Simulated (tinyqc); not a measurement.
Power iteration on a symmetric matrix, step by step. Computed by tinyqc, a small Python program that keeps every step. Settings: method = power, shift = 0.51. Command: `OMP_NUM_THREADS=1 python tinyqc.py 21231 21232 out.jsonl` (the two numbers bound the seeds that draw the settings). One thread of a shared host (Intel(R) Xeon(R) Processor @ 2.60GHz), about 0.01 s of CPU time with the checks.

A:
```
           1          2          3          4
1   0.089000  -1.691000  -0.821000  -0.112000
2  -1.691000   0.238000  -0.981000   0.909000
3  -0.821000  -0.981000   0.271000  -0.378000
4  -0.112000   0.909000  -0.378000   1.344000
```

Stop when the residual |A v - lambda v| is below 1e-9.

Steps:
```
step       lambda  residual
1     -1.85711618  1.25e+00
2     -2.02193225  9.46e-01
3     -2.11118329  7.07e-01
4     -2.16045727  5.25e-01
5     -2.18743597  3.88e-01
6     -2.20210719  2.85e-01
7     -2.21005375  2.10e-01
8     -2.21434849  1.54e-01
9     -2.21666684  1.13e-01
10    -2.21791750  8.32e-02
11    -2.21859195  6.11e-02
12    -2.21895559  4.49e-02
13    -2.21915164  3.29e-02
14    -2.21925733  2.42e-02
15    -2.21931430  1.78e-02
16    -2.21934501  1.30e-02
17    -2.21936157  9.57e-03
18    -2.21937049  7.03e-03
19    -2.21937530  5.16e-03
20    -2.21937790  3.79e-03
21    -2.21937930  2.78e-03
22    -2.21938005  2.04e-03
23    -2.21938046  1.50e-03
24    -2.21938067  1.10e-03
25    -2.21938079  8.08e-04
26    -2.21938086  5.93e-04
27    -2.21938089  4.36e-04
28    -2.21938091  3.20e-04
29    -2.21938092  2.35e-04
30    -2.21938092  1.72e-04
```

Can the last value be used, and what does the course show?

Not by the stop rule, although the second column moves by less than 1e-07 over the last three steps. Not converged in 30 steps: the residual falls only by the ratio of the two largest distances of eigenvalues from the shift, 0.73 a step. all eigenvalues, for comparison: -2.219381  0.438366  1.209093  2.513922.
